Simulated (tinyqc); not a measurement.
# Energy and delay of logic against supply voltage: what changes with what

One expression serves below and above threshold: I(Vg) = Ik [ln(1 + exp((Vg - VT + dd V)/(al nf Vt)))]^al, with I_on = I(V) and I_off = I(0). Gate delay td = kd C V/I_on, clock period LD td. Per gate and cycle the switching energy is act C V^2 and the leakage energy I_off V LD td. No short-circuit current, no variation. Minima are sought above 0.09 V; below a few Vt gates no longer switch and the model has no meaning.

Inputs (values chosen for the exercise); values of the order met in logic technologies: temperature T = 300 K; threshold voltage at zero drain bias VT = 0.22 V; slope factor nf = 1.28; barrier lowering per volt of supply dd = 0.11; specific current of a gate Ik = 0.95 uA; exponent of the current law al = 1.73; load capacitance of a gate C = 1.2 fF; delay factor kd = 0.9; logic depth LD = 16; activity factor act = 0.2.

Constants: q = 1.602176634e-19 C, kB = 1.380649e-23 J/K, Vt = kB T/q. Results are converted to the units shown.

Each table varies one quantity; the others keep the values above.

## Energy and delay against supply voltage

EDP = energy times td.

Results:

| V (V) | I_on (uA) | I_off (nA) | td (ps) | switching (aJ) | leakage (aJ) | energy (aJ) | EDP (fJ ps) |
|---|---|---|---|---|---|---|---|
| 0.15 | 0.1405 | 1.978 | 1153 | 5.400 | 5.474 | 10.87 | 12.54 |
| 0.27 | 2.175 | 2.930 | 134.1 | 17.50 | 1.697 | 19.19 | 2.573 |
| 0.38 | 8.521 | 4.193 | 48.16 | 34.66 | 1.228 | 35.88 | 1.728 |
| 0.62 | 36.03 | 9.114 | 18.58 | 92.26 | 1.680 | 93.94 | 1.746 |
| 0.73 | 53.80 | 12.96 | 14.65 | 127.9 | 2.218 | 130.1 | 1.907 |
| 0.85 | 76.50 | 18.97 | 12.00 | 173.4 | 3.096 | 176.5 | 2.118 |
| 0.97 | 102.5 | 27.64 | 10.22 | 225.8 | 4.386 | 230.2 | 2.353 |
| 1.08 | 129.0 | 38.86 | 9.039 | 279.9 | 6.070 | 286.0 | 2.585 |
| 1.2 | 160.9 | 56.03 | 8.054 | 345.6 | 8.665 | 354.3 | 2.853 |

Estimate the missing row, V = 0.5 V.

Computed row:

| V (V) | I_on (uA) | I_off (nA) | td (ps) | switching (aJ) | leakage (aJ) | energy (aJ) | EDP (fJ ps) |
|---|---|---|---|---|---|---|---|
| 0.5 | 20.21 | 6.189 | 26.72 | 60.00 | 1.323 | 61.32 | 1.639 |

With this row back in the table: td falls from 1150 to 8.05 ps; the energy rises from 10.9 to 354 aJ and the EDP goes from 12.5 through a minimum of 1.64 (at V = 0.5 V among the rows listed) to 2.85 fJ ps. The exact minima lie at V = 0.144 V for the energy and 0.472 V for the EDP. Going from 1.2 V to the energy minimum saves a factor of 32.6 in energy and costs a factor of 162 in delay.

## Optimum supplies against the logic depth

Same model as above.

V_min minimises the energy and V_EDP the product of energy and td.

Result of one run:

| LD | V_min (V) | energy at V_min (aJ) | leakage share (%) | clock at V_min (MHz) | V_EDP (V) | clock at V_EDP (GHz) |
|---|---|---|---|---|---|---|
| 80 | 0.2256 | 24.07 | 49.28 | 48.17 | 0.4955 | 0.4600 |

What becomes of these results when the logic depth LD is changed from 80 to 12, all else the same?

Result of the changed run:

| LD | V_min (V) | energy at V_min (aJ) | leakage share (%) | clock at V_min (MHz) | V_EDP (V) | clock at V_EDP (GHz) |
|---|---|---|---|---|---|---|
| 12 | 0.1244 | 9.228 | 59.72 | 41.08 | 0.4698 | 2.767 |

The whole series:

| LD | V_min (V) | energy at V_min (aJ) | leakage share (%) | clock at V_min (MHz) | V_EDP (V) | clock at V_EDP (GHz) |
|---|---|---|---|---|---|---|
| 12 | 0.1244 | 9.228 | 59.72 | 41.08 | 0.4698 | 2.767 |
| 20 | 0.1571 | 12.21 | 51.47 | 50.64 | 0.4734 | 1.686 |
| 30 | 0.1783 | 14.96 | 48.99 | 52.81 | 0.4777 | 1.144 |
| 50 | 0.2032 | 19.15 | 48.25 | 51.79 | 0.4855 | 0.7079 |
| 80 | 0.2256 | 24.07 | 49.28 | 48.17 | 0.4955 | 0.4600 |
| 150 | 0.2553 | 33.14 | 52.80 | 40.73 | 0.5140 | 0.2624 |

As LD goes from 12 to 150, V_min rises from 0.124 to 0.255 V, the energy there rises from 9.23 to 33.1 aJ, the clock there goes from 41.1 through a maximum of 52.8 (at LD = 30 among the rows listed) to 40.7 MHz and V_EDP rises from 0.470 to 0.514 V. act and LD enter V_min only through the ratio act/LD.

Computed by the program tinyqc: `OMP_NUM_THREADS=1 python tinyqc.py 2082004 2082005 out.jsonl`, one thread of a shared Intel Xeon 2.30GHz, about 0.01 s for the whole run.
